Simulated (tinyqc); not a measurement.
Resistance of a source-drain extension with a graded tip: effect of the depth of the extension.

y runs along the channel, the gate covers y > 0. The doping is N0 for y < y0 and N0 10^(-(y - y0)/la) beyond, uniform over the depth xj. Sheet conductance s(y) = q mu(N) max(N - Nch, 0) xj + (for y > 0) ma Cox Vo, with mu(N) = u0 + (u1 - u0)/(1 + (N/Nr)^au) and Cox = eps0 eox/tox. Current is taken as one-dimensional; depletion of the tip, spreading and the contact are left out. The metallurgical junction lies at yj, where N = Nch.

R_spacer = integral of dy/s from -Ls to 0, R_ov from 0 to yj, R_channel = (Lg - 2 yj)/(ma Cox Vo), R_total = 2 R_spacer + 2 R_ov + R_channel. Electrical length L_eff = ma Cox dR_total/d(1/Vo); R_series = R_total - L_eff/(ma Cox Vo).

Parameters, values chosen for the exercise; mobility law close to that of holes in silicon:
```
symbol,value,unit,meaning
eox,3.9,,relative permittivity of the gate insulator (close to silicon dioxide)
tox,1.7,nm,insulator thickness
N0,1.6e20,cm^-3,active doping of the extension far from the gate
la,1.8,nm/decade,lateral abruptness
y0,2.4,nm,position under the gate where the fall begins (gate edge at 0)
Nch,9.1e17,cm^-3,channel doping
Ls,10,nm,spacer length
Vo,0.62,V,gate overdrive
ma,84,cm^2/(V s),mobility of the gate-induced layer
u1,470.5,cm^2/(V s),mobility at low doping
u0,44.9,cm^2/(V s),mobility at high doping
Nr,2.23e17,cm^-3,reference doping
au,0.719,,exponent
Lg,90,nm,gate length
```

Constants: q = 1.602176634e-19 C, eps0 = 8.8541878128e-14 F/cm where lengths are in cm. Results are converted to the units shown.

The same in every row: yj (nm) = 6.441; R_channel (ohm um) = 729.0.

Result of one run:
```
R_spacer (ohm um)  R_ov (ohm um)  R_total (ohm um)  L_eff (nm)  R_series (ohm um)
5.378                      17.21             774.2       79.19              25.63
```

Which depth of the extension xj gave this result: 4, 11, 15 or 29 nm?

xj = 15 nm.

The whole series:
```
xj (nm)  R_spacer (ohm um)  R_ov (ohm um)  R_total (ohm um)  L_eff (nm)  R_series (ohm um)
4                    20.17          28.52             826.4       81.12              59.51
5.6                  14.41          25.37             808.5       80.56              47.00
7.7                  10.48          22.56             795.1       80.07              38.12
11                   7.334          19.60             782.9       79.58              30.63
15                   5.378          17.21             774.2       79.19              25.63
21                   3.842          14.81             766.3       78.81              21.34
29                   2.782          12.71             760.0       78.49              18.01
40                   2.017          10.80             754.6       78.22              15.25
```

As xj goes from 4 to 40, R_total falls from 826 to 755 ohm um, L_eff falls from 81.1 to 78.2 nm and R_series falls from 59.5 to 15.3 ohm um.

Program tinyqc, `OMP_NUM_THREADS=1 python tinyqc.py 2282167 2282168 out.jsonl`; Intel Xeon 2.30GHz, shared host, one thread, about 0.03 s.
